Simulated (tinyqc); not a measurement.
Inside a calculation: band offset from the macroscopic average of a supercell potential. Values are carried at full precision from step to step, so a last printed digit may differ when a step is redone from the rounded ones.

A model of the planar-averaged electrostatic energy of an electron in a periodic cell of N1 periods of A (L1 = N1 n1 h) and N2 periods of B (L2 = N2 n2 h), on z_j = j h: V(z) = f VA + (1 - f) VB + F t(z), VA = V1[0] + V1[1] cos(2 pi z/(n1 h)) + V1[2] cos(4 pi z/(n1 h)), VB the same with V2, n2 and z - L1. f = [tanh(z/w) - tanh((z - L1)/w) + tanh((z - L1 - L2)/w)]/2 + 1/2; t(z) = z - L1/2 in A and (L1/L2)(L1 + L2/2 - z) beyond, so that the cell is periodic.

Constants: e^2/(4 pi eps0) = 14.39964547 eV angstrom.

Inputs chosen for the exercise (gaps near those of GaAs and Ge; not measured data):
- h = 0.25 angstrom (grid step)
- n1 = 5 (grid points per period of A)
- n2 = 7 (grid points per period of B)
- N1 = 4 (periods of A)
- N2 = 5 (periods of B)
- V1 = (-11.19, 2.8, -0.26) eV (mean and two harmonics of the potential in A)
- V2 = (-6.48, 4.7, -0.47) eV (the same in B)
- w = 0.33 angstrom (width of the interfaces)
- F = -0.024 eV/angstrom (slope in A from opposite charges on the two interfaces)
- Ev1 = 6.34 eV (valence top of bulk A above its mean potential)
- Eg1 = (0.49, 1.46) eV (gap of A: semi-local value, corrected value)
- fv1 = 0.66 (share of the correction that lowers the valence top of A)
- Ev2 = 1.71 eV (valence top of bulk B above its mean potential)
- Eg2 = (0.1, 0.75) eV (gap of B: semi-local value, corrected value)
- fv2 = 0.46 (the same share for B)
- eps = 11.4 (dielectric constant at the interface)

## The planar average

Evaluate V on the grid, j = 0, 1, ...

V(z_j) (eV): -5.988  -9.518  -13.371  -13.467  -10.071  -8.617  -10.090  -13.517  -13.524  -10.108  -8.650  -10.120  -13.548  -13.553  -10.138  -8.679  -10.152  -13.551  -13.287  -8.967  -5.510  -4.703  -7.452  -11.084  -11.052  -7.146  -3.485  -2.286  -3.478  -7.132  -11.033  -11.030  -7.121  -3.460  -2.262  -3.454  -7.108  -11.009  -11.006  -7.097  -3.436  -2.238  -3.430  -7.084  -10.985  -10.982  -7.073  -3.412  -2.214  -3.406  -7.060  -10.959  -10.984  -7.346  -4.590

## Running means

Running mean over n points, periodic: for odd n the plain mean of the n points centred on j; for even n the n + 1 points with half weight at both ends. The macroscopic average applies the mean over n1 points and then over n2 points.

Apply the first mean, then the second.

after the mean over n1 points (eV): -8.162  -9.387  -10.483  -11.009  -11.123  -11.153  -11.164  -11.171  -11.178  -11.184  -11.190  -11.196  -11.202  -11.208  -11.214  -11.215  -11.162  -10.927  -10.293  -9.204  -7.984  -7.543  -7.960  -8.287  -8.044  -7.011  -5.489  -4.705  -5.483  -6.992  -7.959  -7.955  -6.981  -5.465  -4.681  -5.459  -6.968  -7.935  -7.931  -6.957  -5.441  -4.657  -5.435  -6.944  -7.911  -7.907  -6.933  -5.418  -4.633  -5.411  -6.925  -7.951  -8.188  -7.973  -7.685

macroscopic average (eV): -8.984  -9.403  -9.857  -10.354  -10.784  -11.040  -11.140  -11.166  -11.176  -11.183  -11.190  -11.196  -11.201  -11.198  -11.160  -11.032  -10.746  -10.286  -9.761  -9.296  -8.886  -8.474  -8.005  -7.474  -7.006  -6.711  -6.573  -6.526  -6.513  -6.509  -6.506  -6.502  -6.499  -6.495  -6.492  -6.489  -6.485  -6.482  -6.478  -6.475  -6.471  -6.468  -6.465  -6.461  -6.458  -6.454  -6.451  -6.448  -6.454  -6.494  -6.643  -6.967  -7.471  -8.039  -8.547

Around the middle of B the first mean varies by 2476 meV over five points and the second by 14 meV; the tilt of the potential alone amounts to 14 meV over these points: one window removes only the period it matches.

## The potential line-up

Read the macroscopic average in the middle of each region, j = 10 and j = 37, and its slope in A by a central difference over two points each way.

plateau in A = -11.190 eV
plateau in B = -6.482 eV
dV = B - A = 4.708 eV
slope in A = -0.025 eV/angstrom

The average is tilted: the interfaces carry opposite charges, and the potential changes by -0.12 eV across A and by as much the other way across B. Reading both regions at their mid-points (to within half a grid step), or extrapolating both lines to one interface, removes the tilt from dV.

## Band offsets

dEv = Ev(A) - Ev(B) = Ev1 - (dV + Ev2); dEc = Ec(B) - Ec(A) = Eg2 - Eg1 - dEv. The correction of a gap, c = Eg[1] - Eg[0], lowers the valence top by fv c and leaves dV, a ground-state quantity, as it is. Type I: dEv and dEc of one sign; II: opposite signs; III: no overlap of the gaps.

Give the offsets with semi-local and with corrected band edges.

dEv, dEc, semi-local (eV): -0.078  -0.312

lowering of the valence tops of A and B (eV): 0.640  0.299

dEv, dEc, corrected (eV): -0.419  -0.291

The correction moves dEv by -0.34 eV and dEc by +0.02 eV; the type stays I.

## The dipole behind the step

A step dV of the mean electron energy from A to B across an interface equals 4 pi (e^2/4 pi eps0) times a dipole per area p (in e angstrom per angstrom^2). For a change of 0.1 eV in dV, give the charge per area moved over 2 angstrom in a medium of dielectric constant eps: sigma = 0.1 eps/(4 pi (e^2/4 pi eps0) 2). 1 angstrom^-2 = 1e16 cm^-2.

|p| = 0.02602 e/angstrom
sigma = 3.15e+13 e/cm^2

With about 7e14 atoms per cm^2 in a plane (as on a silicon (100) face), 4.5 % of an electron per atom shifts the line-up by 0.1 eV.

## Checks

- Line-up in a cell of 14 + 14 periods without slope against V2[0] - V1[0] (eV): both 4.7100.

tinyqc: `OMP_NUM_THREADS=1 python tinyqc.py 1880197 1880198 out.jsonl`; about 0.01 s, one thread, shared Intel(R) Xeon(R) Processor @ 2.30GHz.
